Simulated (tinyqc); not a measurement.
Biaxially strained (001) channel, valley splitting in an inversion layer: effect of the temperature.

A thin layer grown on a relaxed buffer is stretched in the plane. The two valleys with their long axis along the growth direction (D2) sink against the four in-plane ones (D4); confinement in a triangular well splits them too. Only the lowest subband of each set is kept; one relaxation time, so the weakening of intervalley scattering is left out.

e_par = b1 x, e_perp = -2 (c12/c11) e_par, splitting D = Xu (e_par - e_perp), in-plane stress (c11 + c12 - 2 c12^2/c11) e_par. Levels E(m) = 2.33811 (hbar^2 q^2 F^2/(2 m))^(1/3): E2 = E(ml), E4 = E(mt) + D; N2 = 2 mt kB T/(pi hbar^2), N4 = 4 sqrt(mt ml) kB T/(pi hbar^2). EF solves Ns = N2 ln(1 + exp((EF - E2)/Vt)) + N4 ln(1 + exp((EF - E4)/Vt)); f2 is the share in D2, and 1/mc = f2/mt + (1 - f2)(1/mt + 1/ml)/2. The gain is mc(x = 0)/mc.

Values chosen for this exercise; values close to those of silicon on relaxed silicon-germanium: germanium share of the relaxed buffer x = 0.37; lattice mismatch per unit x b1 = 0.0418; elastic constant c11 = 168 GPa; elastic constant c12 = 63.7 GPa; shear deformation potential Xu = 8.92 eV; longitudinal mass ml = 0.923 m0; transverse mass mt = 0.191 m0; confining field F = 1.15 MV/cm; inversion density Ns = 1e12 cm^-2.

Constants: q = 1.602176634e-19 C, kB = 1.380649e-23 J/K, hbar = 1.054571817e-34 J s, m0 = 9.1093837015e-31 kg, Vt = kB T/q, hbar^2/(2 m0) = 0.0380998212 eV nm^2. Results are converted to the units shown.

The same in every row: D (meV) = 242.6.

Effect of the temperature:

| T (K) | f2 without strain | f2 | mc (m0) | gain |
|---|---|---|---|---|
| 150 | 0.9998 | 1.000 | 0.1910 | 1.000 |
| 195 | 0.9979 | 1.000 | 0.1910 | 1.001 |
| 240 | 0.9914 | 1.000 | 0.1910 | 1.003 |
| 285 | 0.9774 | 1.000 | 0.1910 | 1.009 |
| 330 | 0.9550 | 1.000 | 0.1910 | 1.018 |
| 375 | 0.9251 | 1.000 | 0.1910 | 1.031 |
| 420 | 0.8899 | 0.9998 | 0.1910 | 1.046 |
| 465 | 0.8517 | 0.9996 | 0.1910 | 1.062 |

As T goes from 150 to 465 K, f2 stays near 1.00 (without strain: it falls from 1.00 to 0.852) and the gain rises from 1.00 to 1.06.

Numbers from tinyqc (`OMP_NUM_THREADS=1 python tinyqc.py 2530016 2530017 out.jsonl`; about 0.01 s on one thread of a shared Intel Xeon 2.30GHz).
